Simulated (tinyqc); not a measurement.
Voltage acceleration of oxide breakdown, four models on the same data: one step of the calculation.

Field E = V/tox in MV/cm. Models: ln(t63/1 s) = a - c X with X = E (E model), -1/E (1/E model), ln V (power law, c the exponent n) or sqrt(E).

Task. Projection to use conditions. Project to Vu, multiply by exp[(Ea q/kB)(1/Tu - 1/Ts)] and by ks; ten years are 3.15576e8 s. The largest voltage for ten years solves the same relation for V.

Inputs (values chosen for the exercise): oxide thickness tox = 2.5 nm; use voltage Vu = 1.7 V; stress temperature Ts = 423 K; use temperature Tu = 328 K; activation energy Ea = 0.72 eV; factor for area and percentile ks = 0.00055.

Constants: q = 1.602176634e-19 C, kB = 1.380649e-23 J/K. Results are converted to the units shown.

```
model           c           a
E       2.4200034   37.629560
1/E     397.17201  -24.898296
power   31.179908   42.660627
sqrt E  17.398261   68.770286
```

Wanted: temperature factor; lifetime; largest voltage for ten years.

Result.

temperature factor = 305.2

```
model   lifetime (years)  largest voltage for ten years (V)
E                  8.344                              1.681
1/E              1.900e6                              2.147
power               1169                              1.980
sqrt E             77.42                              1.857
```

The lifetimes span 5.36 decades, from the E model (most cautious) to the 1/E model; the allowed voltage spans 1.68 to 2.15 V. 3 of the four models pass ten years at Vu. Lifetimes beyond a thousand years are formal extrapolations.

Range of the model: All four laws are empirical fits; none is established far below the stress range.

Computed by the program tinyqc: `OMP_NUM_THREADS=1 python tinyqc.py 2070120 2070121 out.jsonl`, one thread of a shared Intel Xeon 2.30GHz, about 0.01 s for the whole run.
